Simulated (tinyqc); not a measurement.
Gap difference from the gain at two temperatures.

Problem. When back injection limits the gain, beta = b exp(-dE/(kB T)) with dE the gap reduction of the emitter less that of the base and b constant. Find dE and beta at 300 K.

Constants: q = 1.602176634e-19 C, kB = 1.380649e-23 J/K. Results are converted to the units shown.

T (K): 250  425
beta: 51.360317  471.54353

Solution. ln beta is a straight line in 1/T with slope -dE/kB.

dE = 0.1160 eV
beta at 300 K = 126.0

Program tinyqc, `OMP_NUM_THREADS=1 python tinyqc.py 2320069 2320070 out.jsonl`; Intel Xeon 2.30GHz, shared host, one thread, about 0.01 s.
